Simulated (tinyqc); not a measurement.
Raising the sheet density: Gamma, L and X subbands of a thin body with non-parabolic valleys.

Hard walls, flat band, c = hbar^2/2m0, energies from the bulk Gamma edge. For a valley at angle theta to the normal 1/m_z = cos^2/ml + sin^2/mt and m_d = sqrt(ml mt^2/m_z). Subband n starts at E_v + e with e (1 + a e) = c (n pi/t)^2/m_z, and its density-of-states mass is taken as m_d (1 + 2 a e), without further growth at higher in-plane energy. Groups are named by valley and degeneracy.

n_i = g m/(2 pi c) kB T ln(1 + exp((EF - E_i)/kB T)), sum n_i = Ns (1e12/cm^2 = 1e-4/angstrom^2), c = hbar^2/2m0. Quantum capacitance Cq = 1602.176634 sum g m/(2 pi c) f_i in microfarad/cm^2 with f_i = 1/(1 + exp((E_i - EF)/kB T)); Cox = 34.5313/eot (one gate); C/Cox = Cq/(Cq + Cox), the centroid term left out.

Constants: hbar^2/2m0 = 3.80998211 eV angstrom^2; kB = 8.617333262e-05 eV/K.

Inputs chosen for the exercise (near those of a thin InAs channel; shifted at random, so the results belong to these values and not to a real crystal): face = 110 (surface); mG = 0.0256 m0 (Gamma mass); aG = 2.32 1/eV (Gamma non-parabolicity); EL = 0.712 eV (L edge above Gamma); mL = (0.631, 0.05) m0 (L valleys (four, along <111>): ml, mt); EX = 1.004 eV (X edge above Gamma); mX = (1.141, 0.158) m0 (X valleys (three, along <100>): ml, mt); aS = 0.56 1/eV (non-parabolicity of L and X); t = 84 angstrom (body thickness); T = 300 K (temperature); eot = 9 angstrom (equivalent oxide thickness); Nl = (0.5, 1, 2, 4, 7, 11, 16) x 1e12/cm^2 (sheet densities).

Fixed thickness, n = 1 to 8 of all groups; the gate overdrive above the lowest edge is (EF - E_lowest)/e + 0.1602177 Ns/Cox in volts.

Results:
```
Ns (1e12/cm^2),EF - lowest (eV),Gamma share (%),Cq,C/Cox,overdrive (V)
0.5,0.016,100.0,1.91,0.333,0.037
1.0,0.051,100.0,2.58,0.402,0.093
2.0,0.109,100.0,2.90,0.431,0.192
4.0,0.213,100.0,3.48,0.476,0.380
7.0,0.306,100.0,7.07,0.648,0.599
11.0,0.390,100.0,7.97,0.675,0.849
16.0,0.488,99.8,8.74,0.695,1.156
```

The lowest subband is G1 n=1. At the highest density band filling takes 0.488 V of the 1.156 V overdrive. Cq grows from 1.9 to 8.7 microfarad/cm^2 while EF moves from +0.016 to +0.488 eV against the lowest edge; the Gamma share stays near 100 %.

Computed by tinyqc, a small Python program: `OMP_NUM_THREADS=1 python tinyqc.py 1280906 1280907 out.jsonl` (the numbers bound the seed that draws the inputs); one thread of a shared host (Intel(R) Xeon(R) Processor @ 2.30GHz), about 0.02 s for the whole set of steps.
